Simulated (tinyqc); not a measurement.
# Worked calculation: stacked nanosheet transistor, parasitic resistance, capacitance and delay

Computed by the program tinyqc: `OMP_NUM_THREADS=1 python tinyqc.py 2170158 2170159 out.jsonl`, one thread of a shared Intel Xeon 2.30GHz, about 0.1 s for the whole run. Printed values are rounded.

Ns sheets share one contact on top; each has perimeter p = 2 (Ws + ts) and cross-section A = Ws ts; contact width Wc = Ws + 10 nm, stack height Hs = Ns pv. Sheet 1 is the top one. Contact length Lc = CPP - Lg - 2 Lsp, shared by two neighbouring gates. Source and drain sides are equal. The formulas are first-order estimates, not field solutions.

Inputs (values chosen for the exercise); values close to those of silicon logic devices:
```
symbol    value        unit                                   meaning
T           300           K                               temperature
Ns            5                                      number of sheets
Ws           20          nm                               sheet width
ts            4          nm                           sheet thickness
pv           14          nm              vertical pitch of the sheets
rv           43         ohm  vertical resistance between sheet levels
CPP          51          nm                      contacted gate pitch
Lg           18          nm                               gate length
Lsp           5          nm                             spacer length
ks          5.5                   relative permittivity of the spacer
Hc           20          nm       gate height above the channel stack
rc      6.2e-10    ohm cm^2                       contact resistivity
re      0.00028      ohm cm   resistivity of the source-drain epitaxy
te           25          nm     current-carrying depth of the epitaxy
rx       0.0013      ohm cm              resistivity of the extension
Lov         1.5          nm                              gate overlap
Cinv          3     uF/cm^2                     inversion capacitance
vx        1.5e7        cm/s                        injection velocity
mu          190  cm^2/(V s)                         apparent mobility
VT          0.3           V           threshold at zero drain voltage
dl        0.029         V/V                          barrier lowering
n          1.15                                   subthreshold factor
Cw         0.22          fF                                 wire load
Vdd        0.75           V                            supply voltage
```

Constants: q = 1.602176634e-19 C, kB = 1.380649e-23 J/K, eps0 = 8.8541878128e-12 F/m, Vt = kB T/q. Results are converted to the units shown.

## Geometry and resistances

Epitaxy sheet resistance Rsh = re/te, transfer length LT = sqrt(rc/Rsh), contact Rc = [sqrt(rc Rsh)/Wc] coth(Lc/(2 LT)); extension of one sheet Rx = rx Lsp/A. Effective width N p; for equal currents and rv = 0 one side has Rc + Rx/N.

Lc = 23 nm
effective width = 240 nm
Rsh = 112 ohm
LT = 23.5281 nm
Rc = 193.798 ohm
Rx = 812.5 ohm
one side times effective width = 85.5116 ohm um

Lc/2 is 0.49 transfer lengths, and Rc is 7.8 % above the area limit rc/(Wc Lc/2). The contact makes up 54.4 % of one side.

## Capacitances

With N sheets: gate Cg = Cinv p N Lg; per side, plate Cp = ks eps0 [Wc (Hs + Hc) - N A]/Lsp, top fringe Cf = (2/pi) ks eps0 Wc ln(1 + Lg/(2 Lsp)), overlap Co = Cinv p N Lov. Cs = Cp + Cf + Co. An inverter of two such devices driving an equal one has the load CL = 2 (Cg + 2 Cs) + 4 Cs + Cw (its own drains counted twice for the Miller effect).

Cg = 129.6 aF
Cp = 22.4011 aF
Cf = 0.957612 aF
Co = 10.8 aF
CL = 752.470 aF

The channel capacitance gives 34.4 % of CL, the parasitic parts 36.3 % and the wire 29.2 %.

## Iteration 1: sheet currents at Vgs = Vdd, Vds = Vdd/2

I at the start (uA): sheet 1 0, sheet 2 0, sheet 3 0, sheet 4 0, sheet 5 0

One sheet: I = p Q vx u/(1 + |u|^1.8)^(1/1.8), Q = Cinv n Vt ln(1 + exp((Vg' - VT + dl Vd')/(n Vt))), u = Vd' mu/(vx Lg), Vg' = Vgs - v, Vd' = Vds - 2 v, with the drop on each side v_j = Rc sum I + rv (sum over levels k = 2..j of the current of sheets k..Ns) + Rx I_j. I(new) = I + 0.5 (I(out) - I).

drop v (mV): sheet 1 0, sheet 2 0, sheet 3 0, sheet 4 0, sheet 5 0
I(out) (uA): sheet 1 91.0456, sheet 2 91.0456, sheet 3 91.0456, sheet 4 91.0456, sheet 5 91.0456
I after iteration 1 (uA): sheet 1 45.5228, sheet 2 45.5228, sheet 3 45.5228, sheet 4 45.5228, sheet 5 45.5228

## Iteration 2: sheet currents at Vgs = Vdd, Vds = Vdd/2

As before.

drop v (mV): sheet 1 81.0985, sheet 2 88.9284, sheet 3 94.8008, sheet 4 98.7158, sheet 5 100.673
I(out) (uA): sheet 1 65.0759, sheet 2 62.0002, sheet 3 59.5818, sheet 4 57.9100, sheet 5 57.0549
I after iteration 2 (uA): sheet 1 55.2993, sheet 2 53.7615, sheet 3 52.5523, sheet 4 51.7164, sheet 5 51.2888

## Course of the iteration: sheet currents at Vgs = Vdd, Vds = Vdd/2

Stop when the largest change of I is below 1e-6 uA, or after 80 iterations.

Course of the iteration:

| iteration | total I (uA) | largest \|change\| of one entry (uA) |
|---|---|---|
| 1 | 227.614 | 45.5 |
| 2 | 264.618 | 9.78 |
| 3 | 266.739 | 1.84 |
| 4 | 266.989 | 0.513 |
| 5 | 267.059 | 0.156 |
| 6 | 267.080 | 0.0475 |
| 7 | 267.086 | 0.0145 |
| 8 | 267.088 | 4.44e-3 |
| 9 | 267.088 | 1.36e-3 |
| 10 | 267.089 | 4.18e-4 |
| 11 | 267.089 | 1.28e-4 |
| 12 | 267.089 | 3.95e-5 |
| 13 | 267.089 | 1.22e-5 |
| 14 | 267.089 | 3.75e-6 |
| 15 | 267.089 | 1.16e-6 |
| 16 | 267.089 | 3.58e-7 |

Converged in 16 iterations. At the end each change is about 0.31 times the one before: linear convergence. The bottom sheet carries 87.1 % of the current of the top one.

## Effective current, delay and energy

IH = I(Vdd, Vdd/2) = 267.089 uA
IL = I(Vdd/2, Vdd), solved likewise = 72.0384 uA

Ieff = (IH + IL)/2, delay CL Vdd/(2 Ieff), energy CL Vdd^2, with CL the load of an inverter that drives an equal one.

Ieff = 169.563 uA
delay = 1.66413 ps
energy = 423.264 aJ

Without any series resistance Ieff would be 279 uA, so the resistances cost 39.2 %.
